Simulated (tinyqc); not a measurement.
Magnetisation curve: two coupled magnetic layers: synthetic antiferromagnet, spin flop, exchange bias and magnetoresistance. Computed by tinyqc, a small Python program. Command: `OMP_NUM_THREADS=1 python tinyqc.py 3009839 3009840 out.jsonl saf walk`. One thread of a shared host (Intel(R) Xeon(R) Processor @ 2.30GHz), about 0.2 s of CPU time with the checks.

Moments lie in the plane at the angles p1, p2 from the field. Energy per area: E = J1 cos(p1 - p2) + J2 cos^2(p1 - p2) - B M_s (t1 cos p1 + t2 cos p2) + K (t1 cos^2 p1 + t2 cos^2 p2).

Inputs (values chosen for the exercise, for a model stack): saturation magnetisation M_s = 815 kA/m; thickness t1 = 1.6 nm; thickness t2 = 1.6 nm; antiferromagnetic coupling J1 = 0.14 mJ/m^2; biquadratic coupling J2 = 0 mJ/m^2; in-plane anisotropy K = 0.65 kJ/m^3; field over the saturation field = 0.42.

Field direction: along the hard axis.

Method. The parallel state is stable while the Hessian at p1 = p2 = 0 is positive: with c = J1 + 2 J2 and u = B M_s - 2K, (u t1 - c)(u t2 - c) > c^2, so B_sat M_s = c (1/t1 + 1/t2) + 2K. B_K = 2K/M_s. The lowest minimum of E over both angles (from five starts; of two mirror images the one with p1 >= 0, and for equal layers |p1| <= |p2|).

saturation field B_sat = 216.319 mT

Equilibrium states:
```
B/B_sat  B (mT)  p1 (degrees)  p2 (degrees)  m/m_sat
0.02       4.33        88.854       -88.854   0.0200
0.06      12.98        86.560       -86.560   0.0600
0.12      25.96        83.108       -83.108   0.1200
0.20      43.26        78.463       -78.463   0.2000
0.30      64.90        72.542       -72.542   0.3000
0.45      97.34        63.256       -63.256   0.4500
0.60     129.79        53.130       -53.130   0.6000
0.80     173.06        36.870       -36.870   0.8000
0.95     205.50        18.195       -18.195   0.9500
1.10     237.95         0.000         0.000   1.0000
```

What follows from these numbers?

From the first row the moments are canted and close at B_sat. The largest gap between m/m_sat and B/B_sat in the canted rows is 0.000.

Extremes, crossings and ranges named in words are read from the listed rows.
